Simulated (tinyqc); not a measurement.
# A tight-binding chain with uneven site energies, recursive Green functions: what changes with what

The device has N = 6 slices of 1 site(s), nearest-neighbour hopping -t, and site energies U; the leads are semi-infinite continuations with site energy 0. V = <i+1|H|i> = -t 1.

Parameters, values chosen for the exercise: hopping (matrix element -t) t = 1 eV; site energies, slice by slice U = [-0.84, -0.16, 0.66, -0.18, 0.86, -0.71] eV; energy E = -0.97 eV.

Each table varies one quantity; the others keep the values above.

## Transmission against energy

Sigma = t^2 g(E), g(x) = (x - i sqrt(4 t^2 - x^2))/(2 t^2) for |x| < 2 t and (x - sign(x) sqrt(x^2 - 4 t^2))/(2 t^2) otherwise; Gamma = i (Sigma - Sigma^dagger); both leads give the same. Forward pass: g_1 = (E - H_1 - Sigma)^(-1), g_i = (E - H_i - V g_(i-1) V^dagger)^(-1), with Sigma also subtracted on the last slice; G_(i,1) = g_i V G_(i-1,1), starting from g_1. H_i is the block of slice i, its site energy. T(E) = Tr[Gamma G_(N,1) Gamma G_(N,1)^dagger].

Results:

| E (eV) | open modes | T(E) | T(E) per open mode |
|---|---|---|---|
| -1.9 | 1 | 0.05529 | 0.05529 |
| -1.58 | 1 | 0.1589 | 0.1589 |
| -0.95 | 1 | 0.5657 | 0.5657 |
| -0.63 | 1 | 0.3662 | 0.3662 |
| -0.32 | 1 | 0.4490 | 0.4490 |
| 0 | 1 | 0.5469 | 0.5469 |
| 0.32 | 1 | 0.3211 | 0.3211 |
| 0.63 | 1 | 0.1963 | 0.1963 |
| 0.95 | 1 | 0.1901 | 0.1901 |
| 1.27 | 1 | 0.3878 | 0.3878 |
| 1.58 | 1 | 0.7684 | 0.7684 |
| 1.9 | 1 | 0.07295 | 0.07295 |

Estimate the missing row, E = -1.27 eV.

Computed row:

| E (eV) | open modes | T(E) | T(E) per open mode |
|---|---|---|---|
| -1.27 | 1 | 0.8481 | 0.8481 |

With this row back in the table: T(E) lies between 0.0553 (E = -1.9 eV) and 0.848 (E = -1.27 eV) in these rows. The leads offer 1 open mode(s), of which the mean share 0.38 is transmitted.

## The device repeated

Same model as above.

The list U is repeated k times, so the device has k N slices.

The device repeated:

| k | T(E) | ln T(E) |
|---|---|---|
| 1 | 0.59751 | -0.51499 |
| 2 | 0.28260 | -1.2637 |
| 3 | 0.16225 | -1.8186 |
| 4 | 0.11185 | -2.1906 |
| 5 | 0.089069 | -2.4183 |
| 6 | 0.080035 | -2.5253 |
| 8 | 0.090081 | -2.4070 |
| 10 | 0.16735 | -1.7877 |
| 12 | 0.62975 | -0.46244 |

T(E) moves between 0.0800 and 0.630 and does not die away: at least one band of the periodic structure that the repeats form is open at this energy.

Numbers from tinyqc (`OMP_NUM_THREADS=1 python tinyqc.py 2660016 2660017 out.jsonl`; about 0.01 s on one thread of a shared Intel Xeon 2.30GHz).
